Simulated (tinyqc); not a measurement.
Chemical trend: level against potential: deep trap from a strong local potential in a two-band host (Koster-Slater model with semi-elliptic bands). Computed by tinyqc, a small Python program. Command: `OMP_NUM_THREADS=1 python tinyqc.py 3027775 3027776 out.jsonl deeptrap walk`. One thread of a shared host (Intel(R) Xeon(R) Processor @ 2.30GHz), about 0.02 s of CPU time with the checks.

The valence band spans -2 W_v to 0 and the conduction band E_g to E_g + 2 W_c. The orbital at the impurity site has weight f_v in the valence band and 1 - f_v in the conduction band, each spread as a semi-ellipse (2/(pi W^2)) sqrt(W^2 - x^2) about the band centre. The impurity adds U to this orbital. Spin is left out.

Inputs (values chosen for the exercise, with a gap close to that of CdTe):
```
quantity                                value  unit
gap E_g                                  1.56    eV
half-width of the valence band W_v          5    eV
half-width of the conduction band W_c     2.3    eV
valence weight f_v of the site orbital    0.5     -
```

Impurity: attractive, donor-like.

Method:
- In the gap G(E) = f_v (2/W_v^2)[x - sqrt(x^2 - W_v^2)] - (1 - f_v)(2/W_c^2)[y - sqrt(y^2 - W_c^2)], x = E + W_v, y = E_g + W_c - E.
- G falls across the gap from G(0) to G(E_g). A repulsive U binds if U > 1/G(0), an attractive one if U < 1/G(E_g); the vacancy level (U infinite) solves G(E) = 0 (bisection).
- The trap level solves G(E) = 1/U (bisection). With D = -dG/dE = D_v + D_c, D_v = f_v (2/W_v^2)[x/sqrt(x^2 - W_v^2) - 1] and D_c = (1 - f_v)(2/W_c^2)[y/sqrt(y^2 - W_c^2) - 1], the weight on the impurity orbital is 1/(U^2 D) and the conduction-band character is D_c/D.
- U is 1.05, 1.2, 1.5, 2, 3, 5, 10 and 30 times the threshold, rounded to three digits; the largest values are formal and only show the vacancy limit.

attractive threshold = -2.92187 eV

vacancy level = 0.182683 eV

Trend:
```
U (eV)  E_t (eV)  weight on the impurity  conduction character  E_t - vacancy level (eV)
-3.07     1.5583                 0.02244               0.99539                    1.3756
-3.51     1.5374                 0.06816               0.98145                    1.3547
-4.38     1.4580                 0.10643               0.95263                    1.2753
-5.84     1.2943                 0.11133               0.90185                    1.1116
-8.77     1.0127                 0.07945               0.80435                    0.8300
-14.60    0.6946                 0.03618               0.66397                    0.5119
-29.20    0.4250                 0.00912               0.50928                    0.2423
-87.70    0.2564                 0.00089               0.38664                    0.0737
```

What follows from these numbers?

dE_t/dU equals the weight on the impurity, which peaks at 0.111 (U = -5.84 eV) and falls to 8.9e-4 in the last row, so beyond the peak each further eV of potential moves the level less. The level nears the vacancy level, 0.183 eV, as 1/U: it is 0.242 eV away at 10 times the threshold and 0.074 eV at 30 times, and the state is then host-like.

Extremes, crossings and ranges named in words are read from the listed rows.
